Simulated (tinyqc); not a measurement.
## Intrinsic and extrinsic failures together

All devices wear out with slope 2.7 and scale t63; the share 0.05 also has a flaw with slope 0.54 and scale 0.03 t63: 1 - F = exp(-(t/t63)^2.7) [1 - 0.05 + 0.05 exp(-(t/(0.03 t63))^0.54)]. W = ln(-ln(1 - F)); the local slope is dW/d ln t.

Values chosen for this exercise: characteristic time of a test capacitor t63 = 480 s.

Intrinsic and extrinsic failures together:
```
t (s)          F       W  local slope  F of wear-out alone
0.0045  6.359e-4  -7.360       0.5367            2.657e-14
0.017   0.001295  -6.649       0.5333            9.613e-13
0.067   0.002677  -5.922       0.5260            3.900e-11
0.26    0.005407  -5.217       0.5111             1.517e-9
1        0.01054  -4.547       0.4811             5.763e-8
3.9      0.01949  -3.928       0.4220             2.273e-6
15       0.03210  -3.423       0.3216             8.631e-5
59       0.04745  -3.024       0.3396             0.003477
230       0.1713  -1.672        1.979               0.1282
890       0.9952   1.677        2.674               0.9950
```

What does the comparison show?

The local slope goes from 0.537 through a minimum of 0.322 (at t = 15 s among the rows listed) to 2.67. At early times the flawed share sets F, 2.39e10 times the wear-out value in the first row, so a line fitted to the steep upper part says nothing about low percentiles.

Program tinyqc, `OMP_NUM_THREADS=1 python tinyqc.py 2070076 2070077 out.jsonl`; Intel Xeon 2.30GHz, shared host, one thread, about 0.01 s.
